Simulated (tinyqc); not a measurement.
# Deep trap from a strong local potential in a two-band host (Koster-Slater model with semi-elliptic bands), step by step

A worked calculation. Computed by tinyqc, a small Python program that keeps every step. Command: `OMP_NUM_THREADS=1 python tinyqc.py 3019894 3019895 out.jsonl deeptrap walk`. One thread of a shared host (Intel(R) Xeon(R) Processor @ 2.30GHz), about 0.03 s of CPU time with the checks. Intermediate numbers are printed to about 6 digits and carried at full precision; extremes and crossings named in words are read from the listed rows.

The valence band spans -2 W_v to 0 and the conduction band E_g to E_g + 2 W_c. The orbital at the impurity site has weight f_v in the valence band and 1 - f_v in the conduction band, each spread as a semi-ellipse (2/(pi W^2)) sqrt(W^2 - x^2) about the band centre. The impurity adds U to this orbital. Spin is left out.

Inputs (values chosen for the exercise, for a model semiconductor):
```
quantity                                value  unit
gap E_g                                  2.93    eV
half-width of the valence band W_v        3.4    eV
half-width of the conduction band W_c     2.9    eV
valence weight f_v of the site orbital   0.53     -
impurity potential U                    -29.4    eV
levels per band n                           3     -
trial energy E                          0.374    eV
```

Impurity: attractive, donor-like.

## Green function at the trial energy

In the gap G(E) = f_v (2/W_v^2)[x - sqrt(x^2 - W_v^2)] - (1 - f_v)(2/W_c^2)[y - sqrt(y^2 - W_c^2)], x = E + W_v, y = E_g + W_c - E. The potential that would put a level at E is U = 1/G(E).

valence part = 0.195861 1/eV

conduction part = -0.0932774 1/eV

G(E) = 0.102583 1/eV

potential needed = 9.74818 eV

## Thresholds and the vacancy level

G falls across the gap from G(0) to G(E_g). A repulsive U binds if U > 1/G(0), an attractive one if U < 1/G(E_g); the vacancy level (U infinite) solves G(E) = 0 (bisection).

G(0) = 0.225428 1/eV

G(E_g) = -0.233302 1/eV

repulsive threshold = 4.43601 eV

attractive threshold = -4.28629 eV

vacancy level = 1.51593 eV

## The trap level

The trap level solves G(E) = 1/U (bisection). With D = -dG/dE = D_v + D_c, D_v = f_v (2/W_v^2)[x/sqrt(x^2 - W_v^2) - 1] and D_c = (1 - f_v)(2/W_c^2)[y/sqrt(y^2 - W_c^2) - 1], the weight on the impurity orbital is 1/(U^2 D) and the conduction-band character is D_c/D.

trap level E_t = 1.95307 eV

weight on the impurity orbital = 0.0138287

conduction-band character = 0.677015

depth below the conduction band = 0.976929 eV

The level comes down from the conduction band and has covered 69 % of the way to the vacancy level, which it can never pass; 99 % of the state lies on host orbitals.

## The same problem as a small matrix

Each band is replaced by n levels e_k = centre + W cos(k pi/(n + 1)) with weights w_k = f (2/(n + 1)) sin^2(k pi/(n + 1)), k = 1..n (valence first); H_kl = e_k delta_kl + U sqrt(w_k w_l).

host levels e_k (eV): -0.99584  -3.40000  -5.80416  7.88061  5.83000  3.77939

weights w_k: 0.1325  0.2650  0.1325  0.1175  0.2350  0.1175

H (eV):
```
         1         2        3        4        5        6
1  -4.8913   -5.5091  -3.8955  -3.6684  -5.1879  -3.6684
2  -5.5091  -11.1910  -5.5091  -5.1879  -7.3368  -5.1879
3  -3.8955   -5.5091  -9.6997  -3.6684  -5.1879  -3.6684
4  -3.6684   -5.1879  -3.6684   4.4261  -4.8854  -3.4545
5  -5.1879   -7.3368  -5.1879  -4.8854  -1.0790  -4.8854
6  -3.6684   -5.1879  -3.6684  -3.4545  -4.8854   0.3249
```

## Levels of the small matrix

Diagonalise H (2n rows). The trap level, between the highest valence and the lowest conduction e_k, is number n + 1 from below for an attractive impurity and number n for a repulsive one.

levels (eV): -29.2497  -5.1257  -1.7879  1.9624  4.6573  7.4337

trap level of the matrix = 1.96240 eV

It misses the Green-function level by +0.0093 eV. The lone level at -29.25 eV is the hyperdeep partner, which holds a large part of the impurity orbital.

## Chemical trend: level against potential

U is 1.05, 1.2, 1.5, 2, 3, 5, 10 and 30 times the threshold, rounded to three digits; the largest values are formal and only show the vacancy limit.

Trend:
```
U (eV)   E_t (eV)  weight on the impurity  conduction character  E_t - vacancy level (eV)
-4.50     2.92826               0.0157821              0.994559                   1.41233
-5.14     2.90697               0.0474560              0.978468                   1.39104
-6.43     2.82596               0.0723286              0.946881                   1.31003
-8.57     2.66625               0.0728607              0.898191                   1.15032
-12.90    2.39857               0.0505746              0.819046                   0.88264
-21.40    2.09918               0.0240317              0.725180                   0.58325
-42.90    1.82144               0.0068559              0.632507                   0.30551
-129.00   1.61950               0.0007975              0.562696                   0.10357
```

dE_t/dU equals the weight on the impurity, which peaks at 0.073 (U = -8.57 eV) and falls to 8.0e-4 in the last row, so beyond the peak each further eV of potential moves the level less. The level nears the vacancy level, 1.516 eV, as 1/U: it is 0.306 eV away at 10 times the threshold and 0.104 eV at 30 times, and the state is then host-like.

## Opening the gap, as alloying or pressure does

The conduction band is shifted rigidly; widths, weights and U stay.

Against the gap:
```
E_g (eV)  E_t (eV)  depth below E_c (eV)  conduction character
1.47       0.97852               0.49148              0.658501
1.90       1.26274               0.63726              0.663573
2.34       1.55594               0.78406              0.669201
2.64       1.75730               0.88270              0.673154
2.93       1.95307               0.97693              0.677015
3.37       2.25225               1.11775              0.682900
3.81       2.55402               1.25598              0.688772
4.69       3.16526               1.52474              0.700372
```

As the conduction band moves up by 3.220 eV the level follows by 2.187 eV, a mean slope of 0.68; the local slope is the conduction character. A shallow donor would follow with slope 1 and a shallow acceptor with slope 0.

Checks made by the program: closed form against a 4000-point quadrature of the densities of states (relative difference below 1e-10); 200 levels per band against the Green function (relative difference below 1e-10).
